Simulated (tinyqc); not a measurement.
Junction field-effect transistor with two gates, gradual channel with velocity saturation: one step of the calculation.

A uniformly doped n-type channel, depleted from both sides by p+ gates; at channel potential V the depleted share of a is u = sqrt((Vbi - Vg + V)/Vp), s at the source. Electrons drift with v = mu E/(1 + mu E/vsat). Abrupt depletion edge, no series resistance, source at 0.

Task. Built-in and pinch-off voltages. ni = sqrt(Nc Nv) exp(-Eg/(2 Vt)), Eg in volts; Vbi = Vt ln(Na Nd/ni^2); Vp = q Nd a^2/(2 eps0 eps_r); G0 = 2 q mu Nd a W/L; Z = mu Vp/(vsat L); s = sqrt((Vbi - Vg)/Vp). VT = Vbi - Vp.

Inputs (values chosen for the exercise); material values close to those of indium phosphide: temperature T = 300 K; relative permittivity of the semiconductor eps_r = 12.5; conduction-band density of states at T Nc = 5.75e17 cm^-3; band gap Eg = 1.34 eV; valence-band density of states at T Nv = 1.09e19 cm^-3; donor density of the channel Nd = 1.7e17 cm^-3; half the channel thickness a = 190 nm; low-field mobility at this doping mu = 2400 cm^2/(V s); saturation velocity vsat = 1.3e7 cm/s; gate length L = 0.5 um; gate width W = 100 um; acceptor density of the gates Na = 1.6e18 cm^-3; gate voltage Vg = 0 V.

Constants: q = 1.602176634e-19 C, kB = 1.380649e-23 J/K, Vt = kB T/q, eps0 = 8.8541878128e-14 F/cm where lengths are in cm. Results are converted to the units shown.

Find: Vbi; Vp; VT; G0; Z; s.

Result.

Vbi = 1.259 V
Vp = 4.442 V
VT = -3.183 V
G0 = 496.8 mS
Z = 16.40
s = 0.5324

Z = 16.4: velocity saturation dominates.

Program tinyqc, `OMP_NUM_THREADS=1 python tinyqc.py 2500013 2500014 out.jsonl`; Intel Xeon 2.30GHz, shared host, one thread, about 0.06 s.
